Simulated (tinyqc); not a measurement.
Hot electrons in a saturated n-channel MOSFET, lucky-electron model: one step of the calculation.

Beyond pinch-off the lateral field grows as Esat cosh(y/l) over the velocity-saturated region (pseudo-two-dimensional model). Impact ionisation in this region gives the substrate current, which biases the body forward through Rsub. Currents are per width. Local-field laws: they overstate ionisation when the field peak is narrower than an energy relaxation length.

Problem. Length and field scales. Cox = 3.9 eps0/tox, l = sqrt(3 tox xj), Esat = 2 vs/mu.

Inputs (values chosen for the exercise); values close to those of silicon n-channel devices:

| symbol | value | unit | meaning |
|---|---|---|---|
| L | 0.5 | um | channel length |
| tox | 12 | nm | oxide thickness |
| xj | 180 | nm | junction depth |
| mu | 370 | cm^2/(V s) | effective mobility |
| vs | 8.4e6 | cm/s | saturation velocity |

Constants: eps0 = 8.8541878128e-14 F/cm where lengths are in cm. Results are converted to the units shown.

Wanted: Cox; l; Esat; Esat L.

Solution.

Cox = 0.2878 uF/cm^2
l = 80.50 nm
Esat = 0.04541 MV/cm
Esat L = 2.270 V

Numbers from tinyqc (`OMP_NUM_THREADS=1 python tinyqc.py 2550142 2550143 out.jsonl`; about 0.01 s on one thread of a shared Intel Xeon 2.30GHz).
